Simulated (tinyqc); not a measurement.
Precursor delivery by bubblers, mass-transport growth and the solid composition of a III-V alloy: one step, computed by the program tinyqc.

1 sccm = 44.615 micromol/min; 1 torr = 133.322 Pa. The sources decompose fully at the surface.

Problem. Mass transport. Mean velocity u = (F_t/A)(760/p)(T/273); D = D0 (T/273)^1.75 (760/p); boundary layer delta = sqrt(pi D z/u); flux = D dp/(delta k_B T); growth rate = flux x a^3/4.

Inputs (values chosen for the exercise, modelled on trimethylgallium (source 1) and trimethylindium (source 2) for the vapour pressures):
```
quantity                           value      unit
total flow F_t                        23       slm
reactor pressure p                    40      torr
growth temperature T                 890         K
diffusivity at 273 K and 760 torr   0.39    cm^2/s
flow cross-section A                  53      cm^2
distance from the leading edge z     4.2        cm
lattice constant a                  5.97  angstrom
```

Constants: k_B = 1.380649e-23 J/K.

Give: velocity u; D; boundary layer delta; growth rate per torr of group III.

Solution.

velocity u = 448.0 cm/s

D = 58.61 cm^2/s

boundary layer delta = 1.314 cm

growth rate per torr of group III = 926.9 micrometre/(h torr)
